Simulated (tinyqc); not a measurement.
Inside a calculation. Method: sp3 tight binding, zinc-blende lattice. One step of it, computed by the program tinyqc.

Question. Levels at X. Diagonalise the Hermitian matrix.

H(k) at X (eV), order a s, a px, a py, a pz, c s, c px, c py, c pz:
```
[[-13.140000, 0.000000, 0.000000, 0.000000, 0.000000, 0.000000+3.500814i, 0.000000, 0.000000],
 [0.000000, -6.540000, 0.000000, 0.000000, 0.000000-3.500814i, 0.000000, 0.000000, 0.000000],
 [0.000000, 0.000000, -6.540000, 0.000000, 0.000000, 0.000000, 0.000000, 0.000000+4.056625i],
 [0.000000, 0.000000, 0.000000, -6.540000, 0.000000, 0.000000, 0.000000+4.056625i, 0.000000],
 [0.000000, 0.000000+3.500814i, 0.000000, 0.000000, -13.140000, 0.000000, 0.000000, 0.000000],
 [0.000000-3.500814i, 0.000000, 0.000000, 0.000000, 0.000000, -6.540000, 0.000000, 0.000000],
 [0.000000, 0.000000, 0.000000, 0.000000-4.056625i, 0.000000, 0.000000, -6.540000, 0.000000],
 [0.000000, 0.000000, 0.000000-4.056625i, 0.000000, 0.000000, 0.000000, 0.000000, -6.540000]]
```

Give: eigenvalues.

Answer.

eigenvalues (eV): [-14.6510, -14.6510, -10.5966, -10.5966, -5.0290, -5.0290, -2.4834, -2.4834]
